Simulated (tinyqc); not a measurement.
Inside a calculation. Model: valence-band offset from core levels (Kraut method), with the dipole against the affinity rule.

Computed by the program tinyqc: `OMP_NUM_THREADS=1 python tinyqc.py 2410073 2410074 out.jsonl`, one thread of a shared Intel Xeon 2.30GHz, about 0.01 s for the whole run. Printed values are rounded.

Binding energies are counted downwards from the Fermi level. dEv > 0 means that the valence edge of B lies below that of A, dEc > 0 that the conduction edge of B lies above that of A; dEc + dEv = EgB - EgA. The spectra are made-up values treated as data.

Values chosen for this exercise; gaps and affinities close to those of silicon (A) and silicon dioxide (B): gap of the substrate A EgA = 1.13 eV; gap of the overlayer B EgB = 8.87 eV; electron affinity of A chiA = 4.1 eV; electron affinity of B chiB = 0.9 eV; core level of bare A cA = 32.83 eV; core level of thick B cB = 93.2 eV; valence-band maximum of thick B vB = 4.5 eV; relative permittivity inside the dipole layer ei = 9.4; thickness of the dipole layer dd = 0.25 nm; core level of A under a thin film of B iA = 32.63 eV; core level of B in that thin film iB = 93.5 eV; background counts in the gap bg = 65.

Constants: q = 1.602176634e-19 C, eps0 = 8.8541878128e-14 F/cm where lengths are in cm. Results are converted to the units shown.

## Valence-band maximum of bare A

| point | binding energy (eV) | counts on the leading edge |
|---|---|---|
| 0 | 0.57 | 192 |
| 1 | 0.69 | 250 |
| 2 | 0.81 | 312 |
| 3 | 0.93 | 372 |
| 4 | 1.05 | 431 |
| 5 | 1.17 | 488 |

Fit a straight line to the leading edge by least squares; the maximum vA lies where it meets the background.

slope = 495.952 counts/eV
intercept = -90.6452 counts
vA = 0.313831 eV

## Offsets

dEv = (iB - iA) - (cB - vB) + (cA - vA), dEc = EgB - EgA - dEv.

cA - vA = 32.5162 eV
cB - vB = 88.7 eV
iB - iA = 60.87 eV
dEv = 4.68617 eV
dEc = 3.05383 eV

The alignment is type I (straddling). Both offsets exceed 1 eV, the usual requirement for a gate dielectric. A rigid shift of all levels, by charging or doping, cancels in the differences.

## Interface dipole

The affinity rule gives dEc(0) = chiA - chiB; the dipole step is D = dEc - dEc(0), and two sheets of opposite charge dd apart hold N = eps0 ei |D|/(q dd).

dEc(0) = 3.2 eV
D = -0.146169 eV
N = 3.03726e13 cm^-2
field in the dipole layer = 5.84676 MV/cm

N is 0.043 elementary charges for each of about 7e14 surface atoms per cm^2.
